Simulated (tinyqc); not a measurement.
## Trap density from one capacitance

Inverse problem. Traps spread evenly through the insulator exchange electrons with the semiconductor by tunnelling, with tau(x) = t0 exp(2 ka x) at depth x from the interface. The admittance per area Y seen at depth x obeys dY/dx = -Y^2/(i w eps0 eox) + q Nb ln(1 + i w tau)/tau, with Y(0) = i w Cs and w = 2 pi f; the gate sees Y(tox) = G + i w C. Working variable y = Y/(i w), in uF/cm^2. Cox = eps0 eox/tox. Find Nb and G/w.

Values chosen for this exercise:

| symbol | value | unit | meaning |
|---|---|---|---|
| eox | 3.76 |  | relative permittivity of the insulator |
| tox | 9.7 | nm | insulator thickness |
| Cs | 2.5 | uF/cm^2 | semiconductor capacitance in accumulation |
| ka | 6.5 | 1/nm | decay constant of the wave function in the insulator |
| t0 | 2e-11 | s | time constant of a trap at the interface |
| f | 1000 | Hz | frequency |

Constants: q = 1.602176634e-19 C, eps0 = 8.8541878128e-14 F/cm where lengths are in cm. Results are converted to the units shown.

C = 0.32180785 uF/cm^2

Answer. C rises steadily with Nb, so one density matches; in practice ka and t0 must come from the frequency dependence.

Nb = 3.80e19 cm^-3 eV^-1
G/w = 0.00262 uF/cm^2

Program tinyqc, `OMP_NUM_THREADS=1 python tinyqc.py 2202220 2202221 out.jsonl`; Intel Xeon 2.30GHz, shared host, one thread, about 0.7 s.
